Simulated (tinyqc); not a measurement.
The first four gaps: longitudinal sound in a periodic multilayer: transfer matrices, stop bands and folded phonons. Computed by tinyqc, a small Python program. Command: `OMP_NUM_THREADS=1 python tinyqc.py 3023566 3023567 out.jsonl multilayer walk`. One thread of a shared host (Intel(R) Xeon(R) Processor @ 2.30GHz), about 0.01 s of CPU time with the checks.

Layers 1 and 2 repeat with period d = d_1 + d_2; waves travel normal to the layers, without loss. State vector (u, s): displacement u and stress divided by omega. Impedances Z = rho v are in 1e6 kg/(m^2 s).

Inputs (values chosen for the exercise, modelled on silicon (layer 1), germanium (layer 2) and silica (substrate)):
```
quantity            value    unit
density rho_1        2.29  g/cm^3
velocity v_1         8570     m/s
thickness d_1        12.3      nm
density rho_2        5.39  g/cm^3
velocity v_2         4810     m/s
thickness d_2        7.16      nm
substrate density    2.22  g/cm^3
substrate velocity   5980     m/s
```

Method:
- Z = rho v; interface reflection r = (Z_2 - Z_1)/(Z_2 + Z_1) (stress amplitude, from 1 into 2); Bragg frequency f_B = 1/[2 (d_1/v_1 + d_2/v_2)]; long-wave velocity v_eff = d/sqrt[(d_1/v_1)^2 + (d_2/v_2)^2 + (Z_1/Z_2 + Z_2/Z_1)(d_1/v_1)(d_2/v_2)].
- A layer maps (u, s) by [[cos p, sin p/Z], [-Z sin p, cos p]], p = 2 pi f d_i/v_i; one period is M = M_2 M_1, and cos(q d) = trace(M)/2.
- Gap m contains m f_B; its edges, where trace(M)/2 = (-1)^m, are found by root search. Weak-contrast estimate of the width: (4 f_B/pi) |r sin(m pi a)|, a = (d_1/v_1)/(d_1/v_1 + d_2/v_2).

Bragg frequency f_B = 171.010 GHz

Z_1 = 19.6253

Z_2 = 25.9259

interface reflection r = 0.138319

Stop bands (GHz):
```
m  lower edge  upper edge   width  weak-contrast estimate
1      155.91      186.11  30.201                  30.105
2      341.16      342.88   1.725                   1.725
3      497.98      528.08  30.102                  30.006
4      682.32      685.77   3.444                   3.444
```

What follows from these numbers?

With a = 0.491, gap 1 is the widest and gap 2 the narrowest: the layers are near a quarter wave each at f_B, so the even gaps almost close. The weak-contrast estimate misses the first width by -0.3 % at |r| = 0.14. Odd gaps open at the edge of the folded zone (q = pi/d), even ones at its centre.
